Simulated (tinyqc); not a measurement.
# Esaki diode in forward bias, two-band WKB: effects of single changes

Abrupt p-n junction, depletion approximation. Energies E are counted from the conduction-band edge of the neutral n side; its Fermi level lies at dn, that of the p side at dn - V, and the valence-band edge of the neutral p side at Em = dn + dp - V. Tunnelling needs 0 < E < Em. Two-band dispersion with equal masses m: inside the gap kappa = sqrt(m u (1 - u/Eg)/C), u the distance from a band edge, C = hbar^2/(2 m0).

Values chosen for this exercise; band and dielectric values close to those of germanium:
- T = 300 K (temperature)
- Eg = 0.655 eV (band gap)
- eps_r = 15.7 (relative permittivity)
- Nc = 1.04e19 cm^-3 (conduction-band density of states at 300 K)
- Nv = 6.01e18 cm^-3 (valence-band density of states at 300 K)
- m = 0.052 m0 (band-edge mass of the two-band model)
- Na = 2.1e19 cm^-3 (acceptor density)
- Nd = 1.7e19 cm^-3 (donor density)
- V = 0.032 V (bias of the p side)

Constants: q = 1.602176634e-19 C, kB = 1.380649e-23 J/K, hbar = 1.054571817e-34 J s, h = 6.62607015e-34 J s, m0 = 9.1093837015e-31 kg, Vt = kB T/q, eps0 = 8.8541878128e-14 F/cm where lengths are in cm, hbar^2/(2 m0) = 0.0380998212 eV nm^2. Results are converted to the units shown.

Each table varies one quantity; the others keep the values above.

## Effect of the band gap with the mass tied to it

The mass follows the gap, m = 0.052 Eg/0.655 eV, as in a two-band model with a fixed matrix element; Nc, Nv and eps_r are held. Nd = Nc F12(dn/Vt), Na = Nv F12(dp/Vt), F12(x) = (2/sqrt(pi)) int_0^infinity sqrt(u)/(1 + exp(u - x)) du; dn = EF - Ec on the n side, dp = Ev - EF on the p side (negative outside the bands); Vbi = Eg + dn + dp. W = sqrt(2 eps0 eps_r (Vbi - V)(1/Na + 1/Nd)/q), mean field F = (Vbi - V)/W, peak field 2 F. In a uniform field F the exponent is S = pi sqrt(m/C) Eg^1.5/(4 F). Transverse energy Et = C kt^2/m raises it to S (1 + 4 Et/Eg), so T = exp(-S) exp(-Et/Eb) with Eb = Eg/(4 S). KJ = (2 q^2/h) m/(4 pi C) (times 1e14 for A/cm^2 per eV^2). J = KJ exp(-S) Eb times the integral from 0 to Em of [f(E - dn) - f(E - dn + V)] [1 - exp(-min(E, Em - E)/Eb)] dE, f(x) = 1/(1 + exp(x/Vt)), with S and Eb from the mean field; J > 0 flows from p to n.

Effect of the band gap with the mass tied to it:
```
Eg (eV)  Vbi (V)  mean field (MV/cm)      S  J (A/cm^2)  S at fixed m
0.33      0.4202              0.4584  2.693        4708         3.794
0.42      0.5102              0.5088  3.931        1671         4.908
0.51      0.6002              0.5546  5.317       490.0         6.025
0.61      0.7002              0.6015  7.014       103.8         7.268
0.7       0.7902              0.6407  8.671       22.10         8.387
0.8       0.8902              0.6816  10.64       3.410         9.632
0.89      0.9802              0.7165  12.53      0.5604         10.75
0.98       1.070              0.7497  14.52     0.08258         11.87
```

What does the comparison show?

S rises from 2.69 to 14.5, as Eg^(1.55), against Eg^(1.05) at fixed m; at a fixed field the powers would be 2 and 1.5, and the field grows with Vbi. |J| falls from 4710 to 0.0826 A/cm^2. Where S is below about 4, a WKB prefactor of 1 is a rough guess.

## Exponent along the true band profile

Along the true parabolic profile the field at the point where the conduction edge stands at e = E + u is sqrt(2 q Nd e/(eps0 eps_r)) for e < a D and sqrt(2 q Na (D - e)/(eps0 eps_r)) above, D = Vbi - V, a = Na/(Na + Nd); S(E) = 2 int_0^Eg kappa(u) du/field.

Results:
```
E (eV)   S(E)  S(E)/S of the mean field
0.003   5.676                    0.7251
0.016   5.535                    0.7071
0.023   5.498                    0.7024
0.029   5.481                    0.7002
0.035   5.476                    0.6995
0.042   5.486                    0.7009
0.048   5.512                    0.7042
0.055   5.572                    0.7118
```

Estimate the missing row, E = 0.01 eV.

Computed row:
```
E (eV)   S(E)  S(E)/S of the mean field
0.01    5.585                    0.7135
```

With this row back in the table: S(E) goes from 5.68 through a minimum of 5.48 (at E = 0.035 eV among the rows listed) to 5.57. The mean field gives S = 7.83 and the peak field 3.91; the smallest S(E) is 0.70 of the mean-field value, so the mean field understates the best transmission by a factor of 10.5.

Range of the model: The two-band model describes a direct gap; phonon-assisted tunnelling across an indirect gap is left out. Parabolic densities of states, no band tails and no gap narrowing, all of which matter at such doping.

Computed by the program tinyqc: `OMP_NUM_THREADS=1 python tinyqc.py 2620042 2620043 out.jsonl`, one thread of a shared Intel Xeon 2.30GHz, about 0.01 s for the whole run.
